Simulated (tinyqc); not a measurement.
## Delay unit and parasitic delay from two ring oscillators

Inverse problem. A ring of 51 inverters oscillates at 1/(2 x 51 d), with stage delay d = tau (h + p) for fan-out h. Find tau, p and the delay at fan-out 4.

frequencies of 51-stage ring oscillators with fan-out 1 and 5 (GHz): 1.4772061  0.59791676

Answer. d is a straight line in h with slope tau and intercept tau p.

tau = 2.44 ps
p = 1.72
delay at fan-out 4 = 14.0 ps

tinyqc, about 0.01 s, one thread, Intel Xeon 2.30GHz (shared host): `OMP_NUM_THREADS=1 python tinyqc.py 2082209 2082210 out.jsonl`
